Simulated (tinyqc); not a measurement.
Grain growth, pinning, strength and diffusional creep of a polycrystal or thin film. Inputs raised by 5 %, one at a time. Computed by tinyqc, a small Python program. Command: `OMP_NUM_THREADS=1 python tinyqc.py 3030860 3030861 out.jsonl grain sens`. One thread of a shared host (Intel(R) Xeon(R) Processor @ 2.30GHz), about 0.01 s of CPU time with the checks.

One mean grain size d describes the structure.

Inputs (values chosen for the exercise, for a model solid):
```
quantity                                    value        unit
shear modulus G                                27         GPa
Burgers vector b                            2.884    angstrom
atomic volume Omega                         16.96  angstrom^3
boundary energy gamma                        0.38       J/m^2
mobility prefactor M0                     4.4e-06   m^4/(J s)
activation energy of boundary motion Q_m    0.919          eV
anneal temperature T                          633           K
anneal time t                                  21           s
initial grain size d0                         180          nm
particle volume fraction f                 0.0002           -
particle radius r                              22          nm
film thickness h                             1400          nm
surface energy gamma_s                        1.2       J/m^2
friction stress sigma_0                        22         MPa
Hall-Petch slope k_y                        0.075   MPa m^0.5
lattice diffusion energy Q_l                 1.72          eV
boundary diffusion energy Q_b                1.07          eV
lattice prefactor D0                      2.6e-05       m^2/s
boundary prefactor delta D0b              1.6e-14       m^3/s
applied stress sigma                           10         MPa
service temperature T_c                       482           K
```

Sample: thin film on a substrate.

Constants: k_B = 8.617333262e-05 eV/K; k_B = 1.380649e-23 J/K.

Method:
- M = M0 exp(-Q_m/(k_B T)). The driving pressure is 2 gamma/d. Zener pinning pressure 3 f gamma/(2 r) stops growth at d_Z = 4 r/(3 f). Grooves where boundaries meet the surface have the angle theta = arcsin(gamma/(2 gamma_s)) and are taken to stop growth at d_h = h/(2 theta), a few film thicknesses; the limit is 1/d_lim = 1/d_Z + 1/d_h.
- dd/dt = 2 M gamma (1/d - 1/d_lim) integrates to 2 M gamma t = d_lim (d0 - d) + d_lim^2 ln[(d_lim - d0)/(d_lim - d)]; without pinning d^2 = d0^2 + 4 M gamma t.
- Hall-Petch term k_y/sqrt(d). Orowan term 3.06 x 0.4 G b ln(2 rbar/b)/(pi lambda sqrt(1 - nu)) with nu = 1/3, rbar = sqrt(2/3) r, lambda = rbar (sqrt(pi/f) - 2). Film term (threading dislocation, matched substrate, the geometry of an fcc (111) film taken for all cases): 3.464 G b ln(2 h/b)/(4 pi (1 - nu) h). The terms are added to sigma_0.
- Nabarro-Herring rate = 14 sigma Omega D_l/(k_B T d^2), D_l = D0 exp(-Q_l/(k_B T)); Coble rate = 14 pi sigma Omega delta D_b/(k_B T d^3), delta D_b = delta D0b exp(-Q_b/(k_B T)); they are equal at d_x = pi delta D_b/D_l.

Runs:
```
input moved                                       from        to  limit d_lim (nm)  yield stress (MPa)  Orowan term (MPa)  crossover size d_x (micrometre)
base run                                             -         -            4274.2              102.87             8.0923                            12097
mobility prefactor M0 (m^4/(J s))              4.4e-06  4.62e-06            4274.2              102.39             8.0923                            12097
activation energy of boundary motion Q_m (eV)    0.919   0.96495            4274.2              112.53             8.0923                            12097
anneal temperature T (K)                           633    664.65            4274.2               95.94             8.0923                            12097
anneal time t (s)                                   21     22.05            4274.2              102.39             8.0923                            12097
particle volume fraction f                      0.0002   0.00021            4267.9              103.08             8.2954                            12097
particle radius r (nm)                              22      23.1            4280.1              102.56             7.7849                            12097
film thickness h (nm)                             1400      1470            4481.3              101.71             8.0923                            12097
```

Exponents ln(y'/y) / ln(x'/x):
```
input                                     limit d_lim  yield stress  Orowan term  crossover size d_x
mobility prefactor M0                           0.000        -0.097        0.000                   0
activation energy of boundary motion Q_m        0.000         1.840        0.000                   0
anneal temperature T                            0.000        -1.430        0.000                   0
anneal time t                                   0.000        -0.097        0.000                   0
particle volume fraction f                     -0.030         0.042        0.508                   0
particle radius r                               0.028        -0.063       -0.794                   0
film thickness h                                0.970        -0.233        0.000                   0
```

To which inputs is each result most sensitive?

Among the inputs moved here: limit d_lim answers most in size to film thickness h (exponent +0.970), next to particle volume fraction f (-0.030); its exponent is below 0.0005 for mobility prefactor M0, activation energy of boundary motion Q_m, anneal temperature T, anneal time t. Yield stress answers most in size to activation energy of boundary motion Q_m (exponent +1.840), next to anneal temperature T (-1.430). Orowan term answers most in size to particle radius r (exponent -0.794), next to particle volume fraction f (+0.508); its exponent is below 0.0005 for mobility prefactor M0, activation energy of boundary motion Q_m, anneal temperature T, anneal time t, film thickness h. Its exponent +0.508 in particle volume fraction f: the particle spacing goes as f^(-1/2). Crossover size d_x hardly depends on these (all exponents below 0.005).

Extremes, crossings and ranges named in words are read from the listed rows.
